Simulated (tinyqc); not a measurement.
Inside a calculation. Model: resistance of a tapered via with liner, size effect and interface.

tinyqc, about 0.01 s, one thread, Intel Xeon 2.30GHz (shared host): `OMP_NUM_THREADS=1 python tinyqc.py 2750034 2750035 out.jsonl` Printed values are rounded.

A round via whose diameter grows from db at the bottom as D(z) = db + 2 z/tan(ang). The fill, of diameter D - 2 tl, starts above the bottom liner (thickness fb tl) and has rho = rho0 (1 + ks lam/(D - 2 tl)); the sidewall liner conducts in parallel with it. The bottom liner and the interface are crossed over the full area pi db^2/4. Spreading in the lines above and below is left out.

Inputs (values chosen for the exercise); fill metal close to molybdenum: diameter at the bottom db = 39 nm; height hv = 70 nm; sidewall angle ang = 88 degrees; bulk resistivity of the fill rho0 = 5.43 uohm cm; mean free path of the fill lam = 11.4 nm; size-effect factor ks = 1; liner on the sidewall tl = 0.1 nm; liner at the bottom over that on the sidewall fb = 0.5; resistivity of the liner rl = 390 uohm cm; interface resistivity at the bottom ri = 6.4e-13 ohm cm^2; ballistic conductance per area, about 3/(4 rho0 lam) Sb = 1.3e15 S/m^2.

## Slices of the via

Slices between z0 = fb tl and hv, evaluated at their midpoints: conductance per length pi/4 [(D - 2 tl)^2/rho + (D^2 - (D - 2 tl)^2)/rl], slice resistance = slice height over that. 10 slices.

| slice | z (nm) | D (nm) | rho (uohm cm) | slice resistance (ohm) |
|---|---|---|---|---|
| 0 | 3.547500 | 39.24776 | 7.015289 | 0.4097046 |
| 1 | 10.54250 | 39.73630 | 6.995700 | 0.3985271 |
| 2 | 17.53750 | 40.22485 | 6.976589 | 0.3877965 |
| 3 | 24.53250 | 40.71339 | 6.957939 | 0.3774893 |
| 4 | 31.52750 | 41.20193 | 6.939734 | 0.3675839 |
| 5 | 38.52250 | 41.69047 | 6.921957 | 0.3580598 |
| 6 | 45.51750 | 42.17901 | 6.904594 | 0.3488977 |
| 7 | 52.51250 | 42.66755 | 6.887630 | 0.3400798 |
| 8 | 59.50750 | 43.15610 | 6.871053 | 0.3315890 |
| 9 | 66.50250 | 43.64464 | 6.854848 | 0.3234096 |

## Total resistance

R_fill = sum of the slices; R_bottom = rl fb tl/(pi db^2/4); R_interface = ri/(pi db^2/4); ballistic (Sharvin) limit 1/(Sb pi (db - 2 tl)^2/4); ideal cylinder rho0 hv/(pi db^2/4).

parts (ohm): fill 3.643137, bottom liner 0.1632358, interface 0.05357484
R = 3.859948 ohm
shares (%): fill 94.38307, bottom liner 4.22896, interface 1.38797
ballistic limit = 0.6505839 ohm
ideal cylinder = 3.181843 ohm

The fill is the largest part, and R is 1.21 times the ideal cylinder. With 2000 slices R = 3.8601 ohm.
